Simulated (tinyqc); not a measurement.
Film, cylinder and sphere at the same misfit: thermal stress, cracking, delamination and buckling of a thin film; Griffith cracks and misfitting inclusions. Computed by tinyqc, a small Python program. Command: `OMP_NUM_THREADS=1 python tinyqc.py 3009249 3009250 out.jsonl filmcrack walk`. One thread of a shared host (Intel(R) Xeon(R) Processor @ 2.30GHz), about 0.01 s of CPU time with the checks.

Isotropic linear elasticity; the substrate is much thicker than the film; stress is positive in tension.

Inputs (values chosen for the exercise, modelled on a copper film on silicon):
```
quantity                       value        unit
film Young's modulus E           119         GPa
film Poisson ratio nu           0.34           -
film expansion alpha_f          16.4      1e-6/K
substrate expansion alpha_s      3.4      1e-6/K
deposition temperature T_d       675           K
final temperature T              300           K
intrinsic stress                -190         MPa
film thickness h                0.07  micrometre
substrate Young's modulus E_s    160         GPa
substrate Poisson ratio nu_s     0.2           -
```

Method. Thermal strain = (alpha_f - alpha_s)(T_d - T); stress = E/(1 - nu) x strain + intrinsic stress; plane-strain modulus Ebar = E/(1 - nu^2); G0 = stress^2 h/(2 Ebar) is the energy freed per area when a long strip loses its stress across its width. Thermal misfit e alone, mean stress = trace/3 and largest difference of principal stresses inside. Film: E e/(1 - nu) in two directions, 0 in the third. Cylinder: s0 = (1 + nu) e/[(1 + nu)(1 - 2 nu)/E + (1 + nu_s)/E_s] twice and s_zz = E e + 2 nu s0. Sphere: e/[(1 - 2 nu)/E + (1 + nu_s)/(2 E_s)] three times.

thermal strain = 0.004875

Stresses inside (MPa):
```
shape         s1      s2      s3    mean  largest difference
film      878.98  878.98    0.00  585.98              878.98
cylinder  588.34  588.34  980.19  718.95              391.86
sphere    757.10  757.10  757.10  757.10                0.00
```

What does the comparison show, and why?

The mean stress in size is 586 MPa in the film, 719 in the cylinder and 757 in the sphere, while the largest difference, twice the largest shear stress, goes from 879 through 392 to 0. In a ductile solid shear can relax by slip and hydrostatic stress cannot, so a confined metal builds up the triaxial stress that opens voids.

Extremes, crossings and ranges named in words are read from the listed rows.
